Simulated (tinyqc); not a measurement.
Sensitivity of the reflectance: thin-film optics by transfer matrices.

Indices N = n + i k. Snell: N0 sin(theta) = N_j sin(theta_j), with Im(N_j cos theta_j) >= 0. Admittance y_j = N_j cos theta_j for s and N_j/cos theta_j for p. Phase delta_j = 2 pi N_j cos theta_j d_j/lambda. Layer matrix [[cos delta, -i sin delta/y], [-i y sin delta, cos delta]], multiplied from the top down to M. (B, C) = M (1, y_sub); r = (y0 B - C)/(y0 B + C), R = |r|^2, T = 4 Re y0 Re y_sub/|y0 B + C|^2, absorbed in the films 1 - R - T.

Parameters, chosen for this exercise (indices near those of resist, ARC, SiO2 on Cu; the results hold for these values, not for the real material): lam = 633 nm (vacuum wavelength); n0 = 1 (ambient index); n = (1.636, 1.669, 1.451, 0.273) (n of resist, ARC, SiO2, substrate); k = (0, 0.02, 0, 3.265) (k in the same order); d = (104, 25.4, 3) nm (thicknesses, top first); theta = 45 degrees (angle of incidence).

R for both polarisations.

One parameter was then changed.

Results before and after:

| case | R_s | R_p | T_s |
|---|---|---|---|
| base | 0.9000 | 0.8532 | 0.0876 |
| changed | 0.9073 | 0.8576 | 0.0812 |

Which of these changes was made? (a) d = (109, 25.4, 3) nm; (b) k = (0, 0.02, 0, 3.602); (c) lam = 638 nm; (d) n = (1.669, 1.669, 1.451, 0.273); (e) theta = 50 degrees.

Answer: (d) n = (1.669, 1.669, 1.451, 0.273). Of the candidates, run in turn, only this one gives the changed row.

All candidates:

| case | R_s | R_p | T_s |
|---|---|---|---|
| base | 0.9000 | 0.8532 | 0.0876 |
| d = (109, 25.4, 3) nm | 0.9080 | 0.8575 | 0.0806 |
| n = (1.669, 1.669, 1.451, 0.273) | 0.9073 | 0.8576 | 0.0812 |
| k = (0, 0.02, 0, 3.602) | 0.9094 | 0.8696 | 0.0787 |
| lam = 638 nm | 0.8983 | 0.8524 | 0.0892 |
| theta = 50 degrees | 0.9005 | 0.8450 | 0.0870 |

Program tinyqc; command `OMP_NUM_THREADS=1 python tinyqc.py 1650014 1650015 out.jsonl`; about 0.01 s on one thread of a shared Intel(R) Xeon(R) Processor @ 2.30GHz.
